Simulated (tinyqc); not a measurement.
Penn model of the dielectric constant and Phillips ionicity: sweeps and comparisons. A value that a table varies takes the place of the one given here.

n = 32/a^3; Ep^2 = 8 pi c e2 n with c = hbar^2/2m0, e2 = e^2/(4 pi eps0); EF = c (3 pi^2 n)^(2/3); eps = 1 + (Ep/Eg)^2 S with S = 1 - Eg/(4 EF) + (Eg/(4 EF))^2/3, Eg the Penn gap. Core d shells are left out.

Phillips: bond length d = sqrt(3) a/4; homopolar gap Eh = 39.74 d^(-2.48) eV (d in angstrom); Eg^2 = Eh^2 + C^2; ionicity fi = C^2/Eg^2.

Constants: hbar^2/2m0 = 3.80998211 eV angstrom^2; e^2/(4 pi eps0) = 14.39964547 eV angstrom.

Inputs chosen for the exercise (out of a larger set: near those of ZnSe; not measured data): a = 5.675 angstrom (cubic lattice constant, 32 valence electrons a cell); C0 = 5.39 eV (ionic gap, held fixed); ei = 6.03 (high-frequency dielectric constant).

## Dielectric constant under pressure

The lattice constant is scaled by the factor listed; C = C0.

Results:

| factor | Eh (eV) | Eg (eV) | Ep (eV) | eps | fi |
|---|---|---|---|---|---|
| 0.94 | 4.983 | 7.341 | 17.049 | 5.664 | 0.539 |
| 0.96 | 4.730 | 7.171 | 16.519 | 5.575 | 0.565 |
| 0.98 | 4.494 | 7.018 | 16.016 | 5.477 | 0.590 |
| 0.99 | 4.382 | 6.947 | 15.774 | 5.425 | 0.602 |
| 1.00 | 4.274 | 6.879 | 15.538 | 5.371 | 0.614 |
| 1.01 | 4.170 | 6.815 | 15.307 | 5.316 | 0.626 |
| 1.02 | 4.070 | 6.754 | 15.083 | 5.259 | 0.637 |
| 1.04 | 3.878 | 6.640 | 14.650 | 5.142 | 0.659 |

d ln eps/d ln a = -1.02 around factor 1: eps rises under compression. Ep^2 goes as a^-3 and Eh^2 as a^-4.96; with C fixed Eg^2 goes as a^-1.91 at fi = 0.614, and leaving S aside the two powers balance at fi = 0.395. The slope is a difference of two powers and the model omits d shells and any change of C, so it is no prediction for a real crystal; eps from C0 (row 1.00) need not match a measured ei.

## What moves the Penn gap and the ionicity

Eg from ei; fi = 1 - (Eh/Eg)^2, printed even where negative. Each row changes one parameter from the base and keeps the others.

Results:

| case | Ep (eV) | Eg (eV) | Eh (eV) | fi |
|---|---|---|---|---|
| base | 15.538 | 6.445 | 4.274 | 0.560 |
| a = 5.788 angstrom | 15.085 | 6.253 | 4.070 | 0.576 |
| ei = 5.43 | 15.538 | 6.837 | 4.274 | 0.609 |

The largest shifts from the base row, up to three for each result and ties (the steps differ in size, so this ranks the rows, not the parameters). Ep (eV): a -0.453; unchanged at the printed digits by ei. Eg (eV): ei +0.392, a -0.192. Eh (eV): a -0.204; unchanged at the printed digits by ei. fi: ei +0.049, a +0.016. With the tabulated Phillips C of about 5.6 eV, fi would be 0.63; this model leaves out the d-shell factor.

tinyqc: `OMP_NUM_THREADS=1 python tinyqc.py 1681403 1681404 out.jsonl`; about 0.01 s, one thread, shared Intel(R) Xeon(R) Processor @ 2.30GHz.
